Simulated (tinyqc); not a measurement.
## Vertical double-diffused power MOSFET, components of the on-resistance: On-resistance against the rated breakdown voltage of the drift layer

Stripe cells of pitch Wp + a, two channels a cell. Current flows through the channels, spreads in the accumulation layer, passes the gap between the p bodies and spreads at 45 degrees into the drift layer below them. Low drain voltage, full ionisation.

Triangular field at breakdown with Ec = Kc N^(1/8): BV = eps0 eps_r Ec^2/(2 q N), so N = (eps0 eps_r Kc^2/(2 q BV))^(4/3); W = 2 BV/Ec; mu = mud (T/300 K)^(-bt); rho = 1/(q mu N); ideal resistance rho W. Pitch p = Wp + a, Cox = 3.9 eps0/tox; zero-bias depletion in the gap w0 = sqrt(2 eps0 eps_r Vbi/(q N Nj)), open gap g = a - 2 w0; R_ch = Lc p/(2 mch Cox Vov); R_acc = 0.6 a p/(4 mac Cox Vov), 0.6 being an empirical factor for current leaving the layer along its length; R_gap = (rho/Nj) xp p/g; spreading depth t = min(W, (p - g)/2); R_drift = (rho p/2) ln((g + 2 t)/g) + rho (W - t); R_on = the sum with Rs.

Inputs (values chosen for the exercise); bulk values close to those of gallium nitride:
```
symbol,value,unit,meaning
T,400,K,temperature
eps_r,9.46,,relative permittivity
Kc,26200,V/cm per (cm^-3)^(1/8),critical-field constant
mud,877,cm^2/(V s),drift mobility at 300 K
bt,2.2,,temperature exponent of the drift mobility
tox,34,nm,gate oxide thickness (eps_r 3.9)
Vov,8,V,gate overdrive
mch,36,cm^2/(V s),channel mobility
mac,71,cm^2/(V s),accumulation-layer mobility
Lc,0.9,um,channel length
Wp,2.8,um,"width of the p body in one cell, channels included"
a,2.1,um,gap between neighbouring p bodies
xp,1.9,um,depth of the p body
Nj,1,,doping of the gap over the drift doping
Vbi,3.04,V,built-in voltage of the body junction
Rs,0.17,mohm cm^2,substrate and contact resistance
```

Constants: q = 1.602176634e-19 C, eps0 = 8.8541878128e-14 F/cm where lengths are in cm. Results are converted to the units shown.

The same in every row: R_ch (mohm cm^2) = 0.7538; R_acc (mohm cm^2) = 0.2676.

Result of one run:

| BV (V) | R_gap (mohm cm^2) | R_drift (mohm cm^2) | R_on (mohm cm^2) | ideal (mohm cm^2) | largest term |
|---|---|---|---|---|---|
| 1300 | 0.6820 | 0.9607 | 2.834 | 0.8201 | drift |

What becomes of these results when the rated breakdown voltage of the drift layer BV is changed from 1300 to 800 V, all else the same?

Result of the changed run:

| BV (V) | R_gap (mohm cm^2) | R_drift (mohm cm^2) | R_on (mohm cm^2) | ideal (mohm cm^2) | largest term |
|---|---|---|---|---|---|
| 800 | 0.2947 | 0.3015 | 1.788 | 0.2436 | channel |

The whole series:

| BV (V) | R_gap (mohm cm^2) | R_drift (mohm cm^2) | R_on (mohm cm^2) | ideal (mohm cm^2) | largest term |
|---|---|---|---|---|---|
| 300 | 0.06538 | 0.03259 | 1.289 | 0.02098 | channel |
| 490 | 0.1360 | 0.09685 | 1.424 | 0.07154 | channel |
| 800 | 0.2947 | 0.3015 | 1.788 | 0.2436 | channel |
| 1300 | 0.6820 | 0.9607 | 2.834 | 0.8201 | drift |
| 2100 | 1.815 | 3.096 | 6.102 | 2.720 | drift |
| 3500 | 8.952 | 11.15 | 21.29 | 9.754 | drift |

R_on rises from 1.29 to 21.3 mohm cm^2. The channel term is the largest at BV = 300, the drift term from 1300 on. R_on is 61.5 times the ideal drift resistance in the first row and 2.18 times in the last. The ideal resistance goes as BV^(2.50), and R_on as BV^(2.45) between the last two rows.

Numbers from tinyqc (`OMP_NUM_THREADS=1 python tinyqc.py 2230043 2230044 out.jsonl`; about 0.01 s on one thread of a shared Intel Xeon 2.30GHz).
